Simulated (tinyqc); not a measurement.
Delta-doped HEMT, charge control: two steps of the calculation.

A two-dimensional electron gas of density ns under a barrier. EF and the subbands are counted from the conduction-band edge of the channel at the interface. Two subbands of a triangular well with an infinite wall, parabolic band, no carriers in the barrier.

Values chosen for this exercise; material values close to those of InGaP on GaAs:
```
symbol,value,unit,meaning
T,300,K,temperature
d,25,nm,barrier thickness from gate to channel
ds,2.1,nm,undoped spacer next to the channel
me,0.0659,m0,electron mass in the channel
ec,12.6,,relative permittivity of the channel
ebr,11.5,,relative permittivity of the barrier
phiB,0.931,eV,barrier height of the gate
dEc,0.132,eV,conduction-band offset
ND,5.7e12,cm^-2,sheet density of the donor plane at ds from the channel
eta,0.75,,share of ns that counts in the confining field
Nb,1e10,cm^-2,depletion charge of the buffer
Vg,-0.68,V,gate voltage
```

Constants: q = 1.602176634e-19 C, kB = 1.380649e-23 J/K, hbar = 1.054571817e-34 J s, m0 = 9.1093837015e-31 kg, Vt = kB T/q, eps0 = 8.8541878128e-14 F/cm where lengths are in cm, hbar^2/(2 m0) = 0.0380998212 eV nm^2. Results are converted to the units shown.

Question 1. New ns. F = q (eta ns + Nb)/(eps0 ec) in eV/nm; E_k = a_k (C F^2/me)^(1/3), a_0 = 2.338107, a_1 = 4.087949, C = hbar^2/(2 m0); D = me m0 q/(pi hbar^2); ns = D Vt [ln(1 + exp((EF - E_0)/Vt)) + ln(1 + exp((EF - E_1)/Vt))], which gives EF = E_0 + Vt ln{2 s/[(1 + u) + sqrt((1 + u)^2 + 4 u s)]} with s = exp(ns/(D Vt)) - 1, u = exp((E_0 - E_1)/Vt). Substitution: ns(new) = eps0 eb (Vg - Voff - EF)/(q d) - Nb.

ns after iteration 2 = 1.0371096e12 cm^-2
eb = 11.5
Voff = -1.2548757 V

Wanted: E_0; E_1; EF; ns after iteration 3.

Answer 1.

E_0 = 0.098166 eV
E_1 = 0.17163 eV
EF = 0.12393 eV
ns after iteration 3 = 1.1364e12 cm^-2

Question 2. Fermi level, second subband and capacitance. Fully depleted barrier with eb = ebr: Vp = q ND (d - ds)/(eps0 eb); donors per area ND; Voff = phiB - dEc - Vp.

Gate capacitance C = q dns/dVg = eps0 eb/(d + dd), dd = (eps0 eb/q) dEF/dns. dEF/dns by central differences over +/- 0.01 % of ns.

converged ns = 1.1146894e12 cm^-2

Give: EF; share of the second subband; dd; C.

Answer 2.

EF = 0.1325 eV
share of the second subband = 9.424 %
dd = 6.889 nm
C = 0.3193 uF/cm^2

The rise of EF with ns acts as 6.89 nm of extra barrier, 27.6 % of d. EF is 1.0 of the band offset dEc.

tinyqc, about 0.01 s, one thread, Intel Xeon 2.30GHz (shared host): `OMP_NUM_THREADS=1 python tinyqc.py 2180083 2180084 out.jsonl`
